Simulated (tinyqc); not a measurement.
Worked calculation: Holstein polaron on two sites. Computed by tinyqc, a small Python program that keeps every step. Command: `OMP_NUM_THREADS=1 python tinyqc.py 3009751 3009752 out.jsonl holstein walk`. One thread of a shared host (Intel(R) Xeon(R) Processor @ 2.30GHz), about 0.01 s of CPU time with the checks. Intermediate numbers are printed to about 7 digits and carried at full precision; extremes and crossings named in words are read from the listed rows.

One electron on sites 1 and 2: H = -t (c1+ c2 + c2+ c1) + hbar omega sum_i b_i+ b_i - g hbar omega sum_i n_i (b_i + b_i+). The symmetric phonon shifts the energy by -g^2 hbar omega/2 and drops out; with b = (b_1 - b_2)/sqrt(2) there remains H = -t sigma_x + hbar omega b+ b - (g hbar omega/sqrt(2)) sigma_z (b + b+). Parity splits it into blocks p = +1 and -1 over phonon numbers n. Zero-point energies are left out. Weights Z refer to mode b alone; the displaced symmetric mode multiplies the full zero-phonon weight by exp(-g^2/2).

Inputs (values chosen for the exercise, for a model dimer):
```
quantity                  value  unit
hopping t                    17   meV
phonon energy hbar omega    134   meV
coupling g                0.395     -
phonon levels kept N          6     -
```

## Energy scales

Polaron binding energy E_p = g^2 hbar omega; ratio E_p/t (the adiabatic potential has two wells when it exceeds 1); adiabaticity hbar omega/t.

E_p = 20.90735 meV

E_p/t = 1.229844

hbar omega/t = 7.882353

## The even block in a small basis

Block p: H_nn = n hbar omega - p t (-1)^n - g^2 hbar omega/2, H_(n,n+1) = -(g hbar omega/sqrt(2)) sqrt(n + 1). Take p = +1 and n = 0..N-1.

H, even block (meV), lower triangle (symmetric):
```
          1         2         3         4         5         6
1  -27.4537
2  -37.4272  140.5463
3    0.0000  -52.9300  240.5463
4    0.0000    0.0000  -64.8257  408.5463
5    0.0000    0.0000    0.0000  -74.8543  508.5463
6    0.0000    0.0000    0.0000    0.0000  -83.6897  676.5463
```

## Levels in the small basis

Diagonalise H; the eigenvector has its largest component positive; Z is the weight of n = 0.

levels (meV): -35.8953  122.5494  241.0225  384.3991  521.1280  714.0741

lowest eigenvector: 0.9745459  0.2198063  0.0436139  0.0065151  0.0009122  0.0001072

Z in the small basis = 0.9497397

## Converged results

Use 60 levels in both blocks; Z = c_0^2 is the weight of n = 0 in the ground state c; the splitting is the lowest odd level less the lowest even one, which without coupling is the smaller of 2t and hbar omega; <sigma_x> = sum (-1)^n c_n^2 measures the kinetic energy.

ground-state energy = -35.89527 meV

weight Z of n = 0 in mode b = 0.9497397

mean phonon number in b = 0.05224988

splitting = 28.86884 meV

splitting/(2t) = 0.8490834

<sigma_x> = 0.9032855

The small basis misses the ground-state energy by 1.22e-07 meV. Mode b stays mostly in its zero-phonon state.

## Approximations to the ground state

Second order: E = -t - E_p/2 - (E_p/2) hbar omega/(hbar omega + 2t). Lang-Firsov: E = -E_p - t exp(-g^2). Variable displacement: E(x) = -E_p/2 - t exp(-g^2 x^2) - (E_p/2)(2x - x^2), minimised over 0 <= x <= 1. Adiabatic, classical lattice: E = -E_p/2 - t for E_p < t, else -E_p - t^2/(2 E_p); it leaves out the change of zero-point energy.

Ground-state energy (meV):
```
method                         E  E - exact
second order in g      -35.79173   0.103548
Lang-Firsov            -35.45149   0.443781
variable displacement  -35.87600   0.019270
adiabatic, classical   -27.81880   8.076478
```

best displacement x = 0.81379

Closest here is variable displacement (+0.02 meV), furthest adiabatic, classical (+8.08 meV), at hbar omega/t = 7.88 and E_p/t = 1.23. Lang-Firsov and variable displacement are variational and lie above the exact value. The Lang-Firsov narrowing exp(-g^2) = 0.856 compares with the exact splitting ratio 0.849.

Checks made by the program: 60 against 80 levels (relative difference below 1e-10); Hellmann-Feynman: dE/dt = -<sigma_x> (relative difference below 1e-10).
